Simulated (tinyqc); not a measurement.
Raising U: Hubbard ring of 6 sites, mean field against exact. Computed by the program tinyqc. 

one-body matrix (hopping and site energies) (eV):
```
,1,2,3,4,5,6
1,0.0000,-1.2000,0.0000,0.0000,0.0000,-1.2000
2,-1.2000,0.0000,-1.2000,0.0000,0.0000,0.0000
3,0.0000,-1.2000,0.0000,-1.2000,0.0000,0.0000
4,0.0000,0.0000,-1.2000,0.0000,-1.2000,0.0000
5,0.0000,0.0000,0.0000,-1.2000,0.0000,-1.2000
6,-1.2000,0.0000,0.0000,0.0000,-1.2000,0.0000
```

electrons, up and down: 3  3

Collinear unrestricted mean field (the lowest of 40 random starts) against exact diagonalisation.

Exact and mean-field results (eV):
```
U,U/t,E exact,E mean field,mean |n_up - n_down|,"double occupancy, exact",first gap in the sector
0.600,0.500,-8.73024,-8.70000,0.000,0.233,2.196
1.200,1.000,-7.92139,-7.80000,0.000,0.216,1.987
2.400,2.000,-6.49135,-6.00000,0.000,0.181,1.576
3.600,3.000,-5.32002,-4.38154,0.554,0.145,1.210
4.800,4.000,-4.40245,-3.40359,0.758,0.111,0.924
7.200,6.000,-3.17822,-2.33713,0.891,0.064,0.582
9.600,8.000,-2.45776,-1.77277,0.938,0.039,0.418
14.400,12.000,-1.67983,-1.19178,0.972,0.019,0.272
24.000,20.000,-1.02301,-0.71821,0.990,0.007,0.163
```

In absolute terms mean field is worst at U/t = 4.0, 0.999 eV too high: at small U it is nearly exact, and at large U it misses only exchange-scale energies. Its local moments set in at U/t = 3.0 of those listed, a broken symmetry that the exact state of a finite cluster with equal spins does not have. Relative to the exact energy its error is 0.3 % at the smallest U, 30 % at most and 30 % at the largest. The double occupancy falls from 0.233 to 0.007; at the largest U the first gap is 0.68 times the exchange scale 4t^2/U.
